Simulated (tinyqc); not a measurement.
# MOS capacitor on a p-type substrate, surface potential from the exact charge relation: Capacitance-voltage curves

Uniform p-type substrate, Boltzmann statistics, full ionisation, classical densities. psi is the surface potential against the body (positive when the bands bend down) and u = psi/Vt. Traps are spread evenly over the gap and neutral at flat band, so their charge is -q Dit psi; the minority quasi-Fermi level is shifted by Vb.

ni = sqrt(Nc Nv) exp(-Eg/(2 Vt)), Eg in volts; phiF = Vt ln(N/ni); Cox = eps0 eox/tox; Vfb = phiM - chi - (Eg - Vt ln(Nv/N)) - q Nf/Cox; Q0 = sqrt(2 eps0 eps_r q N Vt); r = (ni/N)^2 exp(-Vb/Vt); VT = Vfb + [(2 phiF + Vb)(1 + q Dit/Cox) + sqrt(2 eps0 eps_r q N (2 phiF + Vb))/Cox]. u = psi/Vt; F^2 = exp(-u) + u - 1 + r (exp(u) - u - 1); Qs = -sign(u) Q0 F; Cs = -dQs/dpsi = (Q0/Vt) |1 - exp(-u) + r (exp(u) - 1)|/(2 F). psi solves Vg = Vfb + psi + (q Dit psi - Qs)/Cox. Low frequency: 1/C_LF = 1/Cox + 1/(Cs + q Dit). High frequency, in the simple estimate in which traps and minority carriers do not follow: 1/C_HF = 1/Cox + 1/Cd, Cd being Cs with r = 0 at the same psi. Deep depletion: r = 0 and Dit = 0 both in the equation for psi and in Cs. Minority sheet density N_inv = (Q0/(2 q)) int_0^u r (exp(t) - 1)/F(t) dt for u > 0. N_inv under 1 cm^-2 is printed as 0. Regimes: accumulation when majority carriers gather, then depletion up to |psi| = phiF + Vb, weak inversion up to 2 phiF + Vb, strong inversion beyond.

Values chosen for this exercise; band and dielectric values close to those of silicon: temperature T = 250 K; band gap Eg = 1.12 eV; relative permittivity eps_r = 11.9; conduction-band density of states at T Nc = 2.14e19 cm^-3; valence-band density of states at T Nv = 2.03e19 cm^-3; electron affinity chi = 3.99 eV; acceptor density of the substrate N = 3e18 cm^-3; relative permittivity of the gate insulator (close to silicon dioxide) eox = 3.9; insulator thickness tox = 5 nm; gate work function phiM = 4.27 eV; fixed charge at the interface, in units of q Nf = 0 cm^-2; density of interface traps Dit = 0 cm^-2 eV^-1; reverse bias of the inversion layer against the body Vb = 0 V.

Constants: q = 1.602176634e-19 C, kB = 1.380649e-23 J/K, Vt = kB T/q, eps0 = 8.8541878128e-14 F/cm where lengths are in cm. Results are converted to the units shown.

Result of one run:
```
Vg (V)	psi (V)	C_LF/Cox	C_HF/Cox	C_deep/Cox	N_inv (cm^-2)	regime
-1.19	-0.03651	0.9301	0.9301	0.9301	0	accumulation
```

What becomes of these results when the gate voltage against the body Vg is changed from -1.19 to -1.72 V, all else the same?

Result of the changed run:
```
Vg (V)	psi (V)	C_LF/Cox	C_HF/Cox	C_deep/Cox	N_inv (cm^-2)	regime
-1.72	-0.06458	0.9593	0.9593	0.9593	0	accumulation
```

The whole series:
```
Vg (V)	psi (V)	C_LF/Cox	C_HF/Cox	C_deep/Cox	N_inv (cm^-2)	regime
-1.72	-0.06458	0.9593	0.9593	0.9593	0	accumulation
-1.19	-0.03651	0.9301	0.9301	0.9301	0	accumulation
-0.67	0.01797	0.8443	0.8443	0.8443	0	depletion
-0.14	0.1456	0.6739	0.6739	0.6739	0	depletion
0.38	0.3472	0.5608	0.5608	0.5608	0	depletion
0.91	0.6002	0.4892	0.4892	0.4892	145.7	weak inversion
1.43	0.8792	0.4405	0.4403	0.4403	5.002e7	weak inversion
1.96	1.089	0.8875	0.4136	0.4030	7.156e11	strong inversion
2.48	1.121	0.9622	0.4100	0.3744	2.739e12	strong inversion
```

C_LF/Cox is lowest, 0.440, at Vg = 1.43 V (weak inversion) among the rows listed and is 0.962 in the last row, where C_HF/Cox is 0.410 and the deep-depletion value 0.374. Vfb = -0.799 V, where C_HF/Cox = 0.875 (Cox in series with eps0 eps_r/LD), and VT = 1.72 V. Over the last two rows psi moves by only 0.062 V a volt of gate bias, since the inversion charge screens the body. In strong accumulation and inversion degeneracy and confinement, left out here, lower the capacitance.

tinyqc, about 0.01 s, one thread, Intel Xeon 2.30GHz (shared host): `OMP_NUM_THREADS=1 python tinyqc.py 2060036 2060037 out.jsonl`
